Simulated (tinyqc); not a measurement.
Doping: the thermoelectric optimum: Boltzmann transport in a parabolic band with a power-law relaxation time.

F_j(eta) = (1/Gamma(j + 1)) integral_0^infinity x^j dx/(1 + exp(x - eta)), which tends to exp(eta) for eta << 0.

n = N F_1/2(eta) with N = 2 (m kB T/(4 pi c))^(3/2) with c = hbar^2/2m0, in 1/angstrom^3; times 1e24 for 1/cm^3, m = md.

tau = tau0 x^r with x = E/kT. With K_j = Gamma(j + 1) F_j(eta): <tau> = tau0 (r + 3/2) K_(r+1/2)/((3/2) K_(1/2)); mu = <tau>/(mc m0/e), m0/e = 5.685630e-12 kg/C; Hall factor rH = (3/2) K_(1/2) (2r + 3/2) K_(2r+1/2)/((r + 3/2) K_(r+1/2))^2; Seebeck S = -(kB/e) [(r + 5/2) K_(r+3/2)/((r + 3/2) K_(r+1/2)) - eta]; Lorenz number L = (kB/e)^2 [(r + 7/2) K_(r+5/2)/((r + 3/2) K_(r+1/2)) - ((r + 5/2) K_(r+3/2)/((r + 3/2) K_(r+1/2)))^2]; kB/e in V/K. Valley anisotropy is left out of rH.

Constants: hbar^2/2m0 = 3.80998211 eV angstrom^2; kB = 8.617333262e-05 eV/K.

Parameters, chosen for this exercise (masses near those of GaAs; tau0 is set for a mobility of the usual size at this n, kL is a free input; freeze-out and phonon drag, which matter near 77 K, are left out; shifted at random, so the results belong to these values and not to a real crystal): md = 0.067 m0 (density-of-states mass); mc = 0.0669 m0 (conductivity mass); tau0 = 100 fs (tau at E = kT); r = 0.5 (exponent of tau); T = 200 K; kL = 3.9 W/(m K) (lattice thermal conductivity).

tau0 is held fixed. sigma = e n mu with e = 1.602176634e-19 C; ZT = S^2 sigma T/(kL + L sigma T).

Results:
```
n (1/cm^3)    eta  mu (cm^2/(V s))  sigma (S/cm)     rH  S (microvolt/K)  L (1e-8)  S^2 sigma (mW/(m K^2))      ZT
2.0e+15     -4.77         3.96e+03          1.27  1.104             -670     2.228                  0.0569  0.0029
7.0e+15     -3.51         3.97e+03          4.45  1.103             -562     2.228                   0.141  0.0072
2.0e+16     -2.44         3.99e+03          12.8  1.102             -472     2.228                   0.284   0.015
7.0e+16     -1.12         4.07e+03          45.7  1.095             -364     2.228                   0.606   0.031
1.0e+17     -0.71         4.12e+03          66.1  1.092             -334     2.229                   0.736   0.037
3.0e+17      0.68         4.43e+03           213  1.073             -241     2.234                    1.24   0.062
6.0e+17      1.80         4.84e+03           465  1.055             -186     2.248                    1.61   0.078
1.0e+18      2.85         5.30e+03           850  1.041             -148     2.269                    1.86   0.087
2.0e+18      4.84         6.25e+03      2.00e+03  1.023             -103     2.315                    2.13   0.088
6.0e+18     10.35         8.62e+03      8.28e+03  1.007              -53     2.393                    2.34   0.060
```

|S| falls by 198 microvolt/K from the first to the third row (198 a decade in the non-degenerate range; holes, which count near the intrinsic density, and non-parabolicity are left out). The power factor still rises at the last row, because tau grows with the Fermi energy for this r; ZT is largest at 2e+18 1/cm^3 (eta = 4.84). mu changes by a factor 2.18 over the table and rH goes from 1.104 to 1.007. A real tau0 would fall with doping.

tinyqc: `OMP_NUM_THREADS=1 python tinyqc.py 1650928 1650929 out.jsonl`; about 0.01 s, one thread, shared Intel(R) Xeon(R) Processor @ 2.30GHz.
